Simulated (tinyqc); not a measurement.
RKS/BLYP in the sto-3g basis, for BeH2, spin multiplicity 1, step by step. One step of it, computed by the program tinyqc.

Question. Orthogonalisation. S = U s U^T; symmetric (Loewdin) form X = U s^(-1/2) U^T, so that X^T S X = 1.

overlap S, lower triangle:
```
           1Be 1s    1Be 2s   1Be 2px    1Be 2py   1Be 2pz     2H 1s     3H 1s
1Be 1s   1.000000
1Be 2s   0.259517  1.000000
1Be 2px  0.000000  0.000000  1.000000
1Be 2py  0.000000  0.000000  0.000000   1.000000
1Be 2pz  0.000000  0.000000  0.000000   0.000000  1.000000
2H 1s    0.021103  0.266734  0.000000   0.349127  0.025510  1.000000
3H 1s    0.021103  0.266734  0.000000  -0.349127  0.025510  0.003307  1.000000
```

Give: eigenvalues of S; X.

Answer.

eigenvalues of S: 0.505  0.556  0.962  1.000  1.011  1.474  1.492

X, lower triangle:
```
         1Be 1s  1Be 2s  1Be 2px  1Be 2py  1Be 2pz   2H 1s  3H 1s
1Be 1s    1.028
1Be 2s   -0.145   1.090
1Be 2px   0.000   0.000    1.000
1Be 2py   0.000   0.000    0.000    1.112
1Be 2pz  -0.001   0.006    0.000    0.000    1.001
2H 1s     0.018  -0.151    0.000   -0.208   -0.014   1.087
3H 1s     0.018  -0.151    0.000    0.208   -0.014  -0.027  1.087
```
